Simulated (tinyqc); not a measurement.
# Subthreshold parameters from three currents

Problem. Far below threshold and for Vds well above Vt the virtual-source current tends to I = Cinv n Vt vx0 exp((Vgs - VT0 + dl Vds + al Vt)/(n Vt)) per width, with constant n; the three currents follow this limit. Find n, dl and VT0.

Values chosen for this exercise: temperature T = 250 K; inversion capacitance Cinv = 1.07 uF/cm^2; velocity at the virtual source vx0 = 2.19e7 cm/s; threshold shift (in units of Vt) from weak to strong inversion al = 3.5.

Constants: q = 1.602176634e-19 C, kB = 1.380649e-23 J/K, Vt = kB T/q. Results are converted to the units shown.

I at (Vgs, Vds) = (-0.2, 0.3), (-0.13, 0.3) and (-0.2, 1.4) V (nA/um): 0.0049921385  0.042935352  2.6007236

Solution. The first two currents differ in Vgs alone and give n; the first and third differ in Vds alone and give dl; the size of the first then gives VT0.

n = 1.51
dl = 0.185 V/V
VT0 = 0.469 V

Numbers from tinyqc (`OMP_NUM_THREADS=1 python tinyqc.py 2380019 2380020 out.jsonl`; about 0.01 s on one thread of a shared Intel Xeon 2.30GHz).
